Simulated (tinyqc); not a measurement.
Finite-difference solution of the diffusion equation on a small grid: one step, computed by the program tinyqc.

dC/dt = D d2C/dx2 on nodes x_j = j dx, j = 0..8; the far end is sealed.

Task: Time step 1. With r = D dt/dx^2: (1 - theta r M) C(new) = (1 + (1 - theta) r M) C(old); theta = 0 explicit, 1 implicit, 1/2 Crank-Nicolson.

Boundary at x = 0: sealed surface. Scheme: Crank-Nicolson.

operator M:
```
    0   1   2   3   4   5   6   7
0  -2   2   0   0   0   0   0   0
1   1  -2   1   0   0   0   0   0
2   0   1  -2   1   0   0   0   0
3   0   0   1  -2   1   0   0   0
4   0   0   0   1  -2   1   0   0
5   0   0   0   0   1  -2   1   0
6   0   0   0   0   0   1  -2   1
7   0   0   0   0   0   0   1  -2
8   0   0   0   0   0   0   0   2

    8
0   0
1   0
2   0
3   0
4   0
5   0
6   0
7   1
8  -2
```

mesh ratio r = 1.6512

C at the start (%): 3.6  27.1  79.6  100.0  68.2  18.6  1.1  0.0  0.0

Give: C after step 1.

Result:

C after step 1 (%): 47.26  50.19  52.11  52.82  48.58  38.37  20.01  8.16  5.08

At so large an r Crank-Nicolson steps are stable but let short waves flip sign, so sharp features can overshoot.
